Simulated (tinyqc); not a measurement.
# Energy and delay of logic against supply voltage: energy and delay against supply voltage

One expression serves below and above threshold: I(Vg) = Ik [ln(1 + exp((Vg - VT + dd V)/(al nf Vt)))]^al, with I_on = I(V) and I_off = I(0). Gate delay td = kd C V/I_on, clock period LD td. Per gate and cycle the switching energy is act C V^2 and the leakage energy I_off V LD td. No short-circuit current, no variation. Minima are sought above 0.09 V; below a few Vt gates no longer switch and the model has no meaning.

EDP = energy times td.

Parameters, values chosen for the exercise; values of the order met in logic technologies:
```
symbol  value  unit                               meaning
T         358     K                           temperature
VT       0.23     V  threshold voltage at zero drain bias
nf       1.08                                slope factor
dd       0.12         barrier lowering per volt of supply
Ik        2.1    uA            specific current of a gate
al        1.2                 exponent of the current law
C           1    fF            load capacitance of a gate
kd        0.9                                delay factor
LD         30                                 logic depth
act       0.2                             activity factor
```

Constants: q = 1.602176634e-19 C, kB = 1.380649e-23 J/K, Vt = kB T/q. Results are converted to the units shown.

Result of one run:
```
I_on (uA)  I_off (nA)  td (ps)  switching (aJ)  leakage (aJ)  energy (aJ)  EDP (fJ ps)
113.8           148.7    9.488           288.0         50.79        338.8        3.214
```

Which supply voltage V gave this result: 0.15, 0.5, 0.62 or 1.2 V?

V = 1.2 V.

The whole series:
```
V (V)  I_on (uA)  I_off (nA)  td (ps)  switching (aJ)  leakage (aJ)  energy (aJ)  EDP (fJ ps)
0.15      0.2905       3.610    464.7           4.500         7.550        12.05        5.600
0.27       4.716       5.555    51.53           14.58         2.319        16.90       0.8708
0.38       14.14       8.242    24.19           28.88         2.273        31.15       0.7535
0.5        26.44       12.67    17.02           50.00         3.234        53.23       0.9061
0.62       39.83       19.44    14.01           76.88         5.065        81.95        1.148
0.73       52.83       28.76    12.44           106.6         7.832        114.4        1.423
0.85       67.64       43.99    11.31           144.5         12.69        157.2        1.778
0.97       83.02       67.08    10.52           188.2         20.53        208.7        2.195
1.08       97.55       98.41    9.964           233.3         31.77        265.1        2.641
1.2        113.8       148.7    9.488           288.0         50.79        338.8        3.214
```

td falls from 465 to 9.49 ps; the energy rises from 12.1 to 339 aJ and the EDP goes from 5.60 through a minimum of 0.754 (at V = 0.38 V among the rows listed) to 3.21 fJ ps. The exact minima lie at V = 0.176 V for the energy and 0.347 V for the EDP. Going from 1.2 V to the energy minimum saves a factor of 29.5 in energy and costs a factor of 26.8 in delay. Below the minimum the leakage energy rises faster than the switching energy falls, because the clock period grows so steeply.

Program tinyqc, `OMP_NUM_THREADS=1 python tinyqc.py 2082155 2082156 out.jsonl`; Intel Xeon 2.30GHz, shared host, one thread, about 0.01 s.
